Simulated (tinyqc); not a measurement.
# Electromigration in a confined line: Blech product, Korhonen stress evolution and Black's law, step by step

A worked calculation. Computed by tinyqc, a small Python program that keeps every step. Command: `OMP_NUM_THREADS=1 python tinyqc.py 3023081 3023082 out.jsonl emigr walk`. One thread of a shared host (Intel(R) Xeon(R) Processor @ 2.30GHz), about 0.01 s of CPU time with the checks. Intermediate numbers are printed to about 6 digits and carried at full precision; extremes and crossings named in words are read from the listed rows.

The electron wind pushes atoms from the cathode (x = 0) to the anode (x = L); blocking ends build a back stress (tension positive). The input rho is taken not to change with temperature. d sigma/dt = d/dx [kappa (d sigma/dx + G)], with zero flux at both ends and sigma = 0 at t = 0.

Inputs (values chosen for the exercise, close to those used for copper lines): resistivity rho = 3.45 micro-ohm cm; atomic volume Omega = 11.8 angstrom^3; effective charge number Z* = 1.1; prefactor D0 = 1.7e-08 m^2/s; activation energy E = 0.85 eV; effective modulus B = 20 GPa; critical stress sigma_c = 100 MPa; current density j = 1.3 MA/cm^2; line length L = 220 um; test temperature T = 250 C; time as a fraction of L^2/kappa, s = 0.02; use temperature T_u = 125 C; use current density j_u = 1.1 MA/cm^2; current exponent n = 2.

Start: stress-free.

Constants: e = 1.602176634e-19 C; k_B = 8.617333262e-05 eV/K; k_B = 1.380649e-23 J/K.

## Driving force and diffusivities

G = Z* e rho j/Omega; D = D0 exp(-E/(k_B T)); kappa = D B Omega/(k_B T); drift velocity of an unconfined line v = D Z* e rho j/(k_B T). SI: 1 micro-ohm cm = 1e-8 ohm m, 1 MA/cm^2 = 1e10 A/m^2. Temperatures in kelvin are T(C) + 273.15.

stress gradient G = 6.69859 MPa/um

diffusivity D = 1.10142e-16 m^2/s

kappa = 3.59878e-15 m^2/s

drift velocity = 4.33922 nm/h

## Steady state and Blech product

At steady state sigma(x) = G (L/2 - x). A void forms only if the cathode stress reaches sigma_c, that is if j L exceeds (j L)_c = 2 Omega (sigma_c)/(Z* e rho). Time scale tau = L^2/kappa.

steady cathode stress = 736.845 MPa

j L = 28600 A/cm

critical product (j L)_c = 3881.41 A/cm

tau = 3735.83 h

j L is 7.37 times the critical product: the line can fail. Caution: a steady stress above sigma_c is formal, since a void forms first.

## Series terms at the cathode

sigma(x, t) = G L [1/2 - x/L - 4 sum_(m odd) cos(m pi x/L) exp(-m^2 pi^2 s)/(m pi)^2], s = t/tau, summed to m = 399. The terms at x = 0 are 4 exp(-m^2 pi^2 s)/(m pi)^2; tau = L^2/kappa.

terms for m = 1, 3, 5, 7: [0.332686, 0.00762046, 1.16590e-04, 5.21166e-07]

cathode stress at time s = 235.167 MPa

time t = 74.7166 h

Caution: the stress exceeds sigma_c: a void would already have formed and relaxed it, so the value is formal.

## Stress along the line

Steady state: G L (1/2 - x/L). Take x/L = 0, 0.1, 0.2, 0.3, 0.4, 0.6, 0.8 and 1.

Stress (MPa):
```
x/L  at time s  steady state
0.0    235.167       736.845
0.1    116.596       589.476
0.2     49.108       442.107
0.3     17.241       294.738
0.4      4.780       147.369
0.6     -4.780      -147.369
0.8    -49.108      -442.107
1.0   -235.167      -736.845
```

Caution: stresses above sigma_c are formal, since a void forms first.

## Finite line against the semi-infinite law

Semi-infinite line: sigma(0, t) = 2 G L sqrt(s/pi). One-term form: keep m = 1 alone.

Cathode stress (MPa):
```
s            t (h)  full series  semi-infinite  one term
0.002  7.47166e+00       74.366          74.37   151.255
0.005  1.86791e+01      117.583         117.58   168.339
0.01   3.73583e+01      166.288         166.29   195.713
0.02   7.47166e+01      235.167         235.17   246.570
0.05   1.86791e+02      371.435         371.83   372.217
0.1    3.73583e+02      514.231         525.85   514.240
0.2    7.47166e+02      653.878         743.66   653.878
0.4    1.49433e+03      725.320        1051.70   725.320
0.8    2.98866e+03      736.623        1487.33   736.623
```

Among these rows the semi-infinite law holds to 1 % up to s = 0.05 and the one-term form from s = 0.05 on: the far end is felt once sqrt(kappa t) is no longer small against L, and by then the terms with m > 1 have nearly died out. The critical stress 100 MPa is passed between s = 0.002 and 0.005. Caution: rows beyond sigma_c are formal, since a void ends the model there.

## Time to nucleate a void

Solve sigma(0, t) = sigma_c for s; the semi-infinite estimate is t = (pi/kappa) ((sigma_c)/(2 G))^2.

nucleation time = 13.5103 h

semi-infinite estimate = 13.5103 h

The two agree: the void nucleates before the far end is felt, so the time scales as 1/j^2 and not with L.

## Extrapolation by Black's law

Median life t50 = A j^(-n) exp(E/(k_B T)); acceleration factor = t50(use)/t50(test) = (j/j_u)^n exp[(E/k_B)(1/T_u - 1/T)].

current factor = 1.39669

temperature factor = 372.216

acceleration factor = 519.872

At the use current j_u L exceeds the critical product.

Checks made by the program: series against a 200-cell finite-volume solution (on the scale of G L) (relative difference 1e-06).
